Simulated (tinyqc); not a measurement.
Tight binding, dimerised chain, step by step. Computed by tinyqc, a small Python program that keeps every step. Settings: t1 = 1.45, t2 = 0.41, delta = 0, points = 12, cells = 4. Command: `OMP_NUM_THREADS=1 python tinyqc.py 27359 27360 out.jsonl` (the two numbers bound the seeds that draw the settings). One thread of a shared host (Intel(R) Xeon(R) Processor @ 2.60GHz), about 0.01 s of CPU time with the checks.

## Bloch Hamiltonian at k

Parameters chosen for this model:
```
parameter     value                      unit
t1         1.450000       eV, inside the cell
t2         0.410000         eV, between cells
delta             0  eV, +/- on the two sites
```

k point k (2 pi / a): [0.420000]

H_AA = +delta, H_BB = -delta, H_AB = -t1 - t2 exp(-i k a).

H(k) at k (eV), order A, B:
$$\begin{pmatrix}
0.000000 & -1.090714+0.197519i \\
-1.090714-0.197519i & 0.000000
\end{pmatrix}$$

## Levels at k

Diagonalise the Hermitian matrix.

eigenvalues (eV): [-1.108454, 1.108454]

weights |c|^2 of the basis functions, order A, B:
$$\begin{pmatrix}
0.500000 & 0.500000 \\
0.500000 & 0.500000
\end{pmatrix}$$

## Bloch Hamiltonian at X

k point X (2 pi / a): [0.500000]

As before.

H(k) at X (eV), order A, B:
$$\begin{pmatrix}
0.000000 & -1.040000 \\
-1.040000 & 0.000000
\end{pmatrix}$$

## Levels at X

As before.

eigenvalues (eV): [-1.040000, 1.040000]

weights |c|^2 of the basis functions, order A, B:
$$\begin{pmatrix}
0.500000 & 0.500000 \\
0.500000 & 0.500000
\end{pmatrix}$$

## Bands along a path

The same steps at evenly spaced points between the labelled ones.

Bands along the path (eV):
```
k            band 1    band 2
G         -1.860000  1.860000
G-X 0.25  -1.763902  1.763902
G-X 0.50  -1.506851  1.506851
G-X 0.75  -1.195763  1.195763
X         -1.040000  1.040000
```

With 1 band(s) filled, the highest filled level on these points lies at X and the lowest empty one at X: a gap of 2.0800 eV, direct.

## Berry (Zak) phase of the lower band

On 12 points k_j = j/N: phase = -Im ln of the product of <u_j|u_(j+1)>, closed with u_N = u_0 (the cell-periodic part is taken without the site positions). Single arguments depend on the phases chosen for the u_j; only their sum modulo 2 pi does not.

Overlaps:
```
j   |<u_j|u_j+1>|  argument (rad)
0        0.998402        0.056542
1        0.998793       -0.162212
2        0.999484        0.243453
3        0.999999        0.001128
4        0.998925       -0.231453
5        0.995721        0.092542
6        0.995721        0.092542
7        0.998925       -0.231453
8        0.999999        0.001128
9        0.999484        0.243453
10       0.998793       -0.162212
11       0.998402        0.056542
```

phase / pi, folded into (-1, 1] = 0.000000

## Open chain of 4 cells

H of the open chain (eV):
$$\begin{pmatrix}
0.000000 & -1.450000 & 0.000000 & 0.000000 & 0.000000 & 0.000000 & 0.000000 & 0.000000 \\
-1.450000 & 0.000000 & -0.410000 & 0.000000 & 0.000000 & 0.000000 & 0.000000 & 0.000000 \\
0.000000 & -0.410000 & 0.000000 & -1.450000 & 0.000000 & 0.000000 & 0.000000 & 0.000000 \\
0.000000 & 0.000000 & -1.450000 & 0.000000 & -0.410000 & 0.000000 & 0.000000 & 0.000000 \\
0.000000 & 0.000000 & 0.000000 & -0.410000 & 0.000000 & -1.450000 & 0.000000 & 0.000000 \\
0.000000 & 0.000000 & 0.000000 & 0.000000 & -1.450000 & 0.000000 & -0.410000 & 0.000000 \\
0.000000 & 0.000000 & 0.000000 & 0.000000 & 0.000000 & -0.410000 & 0.000000 & -1.450000 \\
0.000000 & 0.000000 & 0.000000 & 0.000000 & 0.000000 & 0.000000 & -1.450000 & 0.000000
\end{pmatrix}$$

The same hoppings without the wrap-around bond.

levels (eV): [-1.792365, -1.606643, -1.356180, -1.131902, 1.131902, 1.356180, 1.606643, 1.792365]

weights of the highest filled level on the sites: [0.096049, 0.058529, 0.183311, 0.162111, 0.162111, 0.183311, 0.058529, 0.096049]

The bulk gap runs from -1.0400 to 1.0400 eV; no level of this chain lies inside it.
